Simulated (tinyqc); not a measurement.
Thermal boundary conductance by the acoustic and diffuse mismatch models: one step, computed by the program tinyqc. Command: `OMP_NUM_THREADS=1 python tinyqc.py 3028588 3028589 out.jsonl kapitza walk`. One thread of a shared host (Intel(R) Xeon(R) Processor @ 2.30GHz), about 0.01 s of CPU time with the checks.

Each side has one longitudinal and two transverse Debye branches, omega = v q up to q_D = (6 pi^2 n)^(1/3), with n counting all atoms. Scattering at the interface is elastic. Electrons are left out of G, also for metals. Melting is ignored. G refers to the temperatures of the phonons sent towards the interface. Linear branches over all atoms overstate G at high T, most for crystals with several atoms a cell.

Question. Diffuse mismatch: transmission at low frequency. A phonon forgets its side and branch: alpha(1 to 2) = S_2/(S_1 + S_2), S_i = 1/vL_i^2 + 2/vT_i^2.

Inputs (values chosen for the exercise, modelled on aluminium (side 1) and titanium nitride (side 2)): longitudinal velocity vL_1 = 6080 m/s; transverse velocity vT_1 = 3120 m/s; longitudinal velocity vL_2 = 10100 m/s; transverse velocity vT_2 = 6240 m/s.

Structure: superlattice.

Give: S_1; S_2; diffuse alpha, 1 to 2.

Answer.

S_1 = 2.325e-07 s^2/m^2

S_2 = 6.117e-08 s^2/m^2

diffuse alpha, 1 to 2 = 0.2083
